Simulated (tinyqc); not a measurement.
Spin curve: spin coating of a resist or spin-on film: centrifugal thinning, evaporation and the final thickness (Emslie and Meyerhofer models). Computed by tinyqc, a small Python program. Command: `OMP_NUM_THREADS=1 python tinyqc.py 3113110 3113111 out.jsonl spincoat walk`. One thread of a shared host (Intel(R) Xeon(R) Processor @ 2.30GHz), about 0.06 s of CPU time with the checks.

A Newtonian film stays uniform over the wafer; solvent and solids have the same density and the concentration is uniform through the thickness.

Inputs (values chosen for the exercise, of the order of those of a polymer resist in an ester solvent):

| quantity | value | unit |
|---|---|---|
| solids volume fraction c0 | 0.17 | - |
| kinematic viscosity of the solvent nu_s | 2.4 | mm^2/s |
| viscosity constant k | 4500 | mm^2/s |
| viscosity exponent gamma | 2.3 | - |
| spin speed f | 2000 | rpm |
| evaporation rate at 1000 rpm e0 | 0.51 | micrometre/s |
| starting thickness h0 | 300 | micrometre |
| wafer radius R | 150 | mm |

Method:
- omega = 2 pi f/60; nu(c) = nu_s + k c^gamma; evaporation rate e = e0 sqrt(f/1000 rpm).
- Flow constant K = 2 omega^2/(3 nu(c0)); Reynolds number of the air omega R^2/nu_air with nu_air = 15 mm^2/s.
- Meyerhofer estimate: flow rules until (1 - c0) K h^3 = e, then evaporation alone: h_w = (e/((1 - c0) K))^(1/3), dry film c0 h_w.
- Full model for solids s and liquid l per area, h = s + l, c = s/h: ds/dt = -c Q, dl/dt = -(1 - c) Q - e, Q = 2 omega^2 h^3/(3 nu(c)); integrated adaptively (relative tolerance 1e-9) until l = 0.

dry film, estimate = 2257.70 nm

Dry film against speed:

| f (rpm) | full model (nm) | estimate (nm) | time to dry (s) |
|---|---|---|---|
| 500 | 5112.4 | 4515.4 | 79.613 |
| 1000 | 3615.8 | 3192.9 | 39.869 |
| 1500 | 2952.5 | 2607.0 | 26.593 |
| 2000 | 2557.0 | 2257.7 | 19.950 |
| 3000 | 2087.8 | 1843.4 | 13.303 |
| 4000 | 1808.1 | 1596.4 | 9.979 |
| 6000 | 1476.3 | 1303.5 | 6.653 |

The full thickness goes as f^-0.500; the estimate as (e/omega^2)^(1/3) = f^(-1/2). The time to dry goes as f^-1.00. A thickness window of 1 % allows a speed error of about 2 %. Caution: above a Reynolds number of about 3e5 the air flow near the rim turns turbulent, and evaporation is no longer uniform.
